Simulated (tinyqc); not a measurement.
Pariser-Parr-Pople SCF with singles CI, for the molecule C=Cc1ccccc1C=O (SMILES; centres numbered as the heavy atoms are written), step by step. One step of it, computed by the program tinyqc.

Task: PPP integrals. Ohno: gamma = 14.399645/sqrt(R^2 + a^2), a = 2 x 14.399645/(gamma_rr + gamma_ss); H_rr = -W_r - sum_(s != r) z_s gamma_rs; H_rs = beta for bonds.

Centres (angstrom, eV; a flat drawing with bonds scaled to 1.40 angstrom):
```
centre          x          y  core charge z          W   gamma_rr
1C      -2.242000  -1.511000              1  11.160000  11.130000
2C      -0.894000  -1.890000              1  11.160000  11.130000
3C       0.107000  -0.912000              1  11.160000  11.130000
4C       1.455000  -1.290000              1  11.160000  11.130000
5C       2.457000  -0.312000              1  11.160000  11.130000
6C       2.111000   1.044000              1  11.160000  11.130000
7C       0.763000   1.423000              1  11.160000  11.130000
8C      -0.239000   0.445000              1  11.160000  11.130000
9C      -1.586000   0.823000              1  11.160000  11.130000
10O     -1.933000   2.180000              1  17.700000  15.200000
```

Resonance integrals (eV):
```
i   j       beta
1   2  -2.150000
2   3  -2.150000
3   4  -2.150000
4   5  -2.150000
5   6  -2.150000
6   7  -2.150000
7   8  -2.150000
8   9  -2.150000
9  10  -2.260000
8   3  -2.150000
```

Give: repulsion gamma_rs; core matrix H.

Result:

repulsion gamma_rs (eV):
```
          1C       2C       3C       4C       5C       6C       7C       8C
1C   11.1300   7.5531   5.2404   3.6705   2.8689   2.7635   3.2767   4.6690
2C    7.5531  11.1300   7.5554   5.2400   3.6702   3.2767   3.6699   5.2388
3C    5.2404   7.5554  11.1300   7.5539   5.2384   4.6680   5.2383   7.5527
4C    3.6705   5.2400   7.5539  11.1300   7.5534   5.2400   4.6687   5.2393
5C    2.8689   3.6702   5.2384   7.5534  11.1300   7.5555   5.2393   4.6681
6C    2.7635   3.2767   4.6680   5.2400   7.5555  11.1300   7.5531   5.2388
7C    3.2767   3.6699   5.2383   4.6687   5.2393   7.5531  11.1300   7.5534
8C    4.6690   5.2388   7.5527   5.2393   4.6681   5.2388   7.5534  11.1300
9C    5.2400   4.6687   5.2405   3.6710   3.2771   3.6705   5.2400   7.5567
10O   3.7285   3.3174   3.7281   2.8964   2.7879   3.3174   4.7898   5.4132

          9C      10O
1C    5.2400   3.7285
2C    4.6687   3.3174
3C    5.2405   3.7281
4C    3.6710   2.8964
5C    3.2771   2.7879
6C    3.6705   3.3174
7C    5.2400   4.7898
8C    7.5567   5.4132
9C   11.1300   8.1027
10O   8.1027  15.2000
```

core matrix H (eV):
```
           1C        2C        3C        4C        5C        6C        7C        8C
1C   -50.1706   -2.1500    0.0000    0.0000    0.0000    0.0000    0.0000    0.0000
2C    -2.1500  -55.3502   -2.1500    0.0000    0.0000    0.0000    0.0000    0.0000
3C     0.0000   -2.1500  -63.1757   -2.1500    0.0000    0.0000    0.0000   -2.1500
4C     0.0000    0.0000   -2.1500  -56.8931   -2.1500    0.0000    0.0000    0.0000
5C     0.0000    0.0000    0.0000   -2.1500  -54.0186   -2.1500    0.0000    0.0000
6C     0.0000    0.0000    0.0000    0.0000   -2.1500  -54.4434   -2.1500    0.0000
7C     0.0000    0.0000    0.0000    0.0000    0.0000   -2.1500  -58.3892   -2.1500
8C     0.0000    0.0000   -2.1500    0.0000    0.0000    0.0000   -2.1500  -64.2898
9C     0.0000    0.0000    0.0000    0.0000    0.0000    0.0000    0.0000   -2.1500
10O    0.0000    0.0000    0.0000    0.0000    0.0000    0.0000    0.0000    0.0000

           9C       10O
1C     0.0000    0.0000
2C     0.0000    0.0000
3C     0.0000    0.0000
4C     0.0000    0.0000
5C     0.0000    0.0000
6C     0.0000    0.0000
7C     0.0000    0.0000
8C    -2.1500    0.0000
9C   -57.8270   -2.2600
10O   -2.2600  -55.7815
```
